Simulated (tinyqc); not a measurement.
From results back to parameters: quantum well in an electric field by finite differences. Four cases, with inputs chosen for the exercise.

Problem. For hard walls second order gives dE1 = -C m (e F)^2 L^4/(2c) with C = (15/pi^2 - 1)/(24 pi^2) and c = hbar^2/2m0; 1 kV/cm = 1e-5 eV/angstrom. The shift below was computed from a hidden field. The formula holds while e F L is small against E2 - E1 = 3 c pi^2/(m L^2).

Constants: hbar^2/2m0 = 3.80998211 eV angstrom^2.

Find: C; F; e F L/(E2 - E1).

Method. F = sqrt(2c |dE1|/(C m L^4)). The last ratio is below 1, so second order is a fair guide.

Case 1.

Values chosen (out of a larger set: near those of a non-polar GaN well in AlGaN; not measured data): Lh = 95 angstrom (width); mh = 0.203 m0 (mass).

|dE1| = 0.321902 meV

Solution.

C = 0.002195
F = 26.0 kV/cm
e F L/(E2 - E1) = 0.40

Case 2.

Values chosen (out of a larger set: near those of a non-polar GaN well in AlGaN; not measured data): Lh = 225 angstrom (width); mh = 0.208 m0 (mass).

|dE1| = 0.00795876 meV

Solution.

C = 0.002195
F = 0.720 kV/cm
e F L/(E2 - E1) = 0.15

Case 3.

Values chosen (out of a larger set: near those of a strained Si well in SiGe; not measured data): Lh = 75 angstrom (width); mh = 0.91 m0 (mass).

|dE1| = 0.331691 meV

Solution.

C = 0.002195
F = 20.0 kV/cm
e F L/(E2 - E1) = 0.68

Case 4.

Values chosen (out of a larger set: near those of a strained Si well in SiGe; not measured data): Lh = 70 angstrom (width); mh = 0.35 m0 (mass).

|dE1| = 0.0873684 meV

Solution.

C = 0.002195
F = 19.0 kV/cm
e F L/(E2 - E1) = 0.20

Computed by tinyqc, one run a case: `OMP_NUM_THREADS=1 python tinyqc.py N N+1 out.jsonl` with N = 1282377, 1282583, 1282593, 1282614; one thread of a shared Intel(R) Xeon(R) Processor @ 2.30GHz, about 0.03 s a run at most.
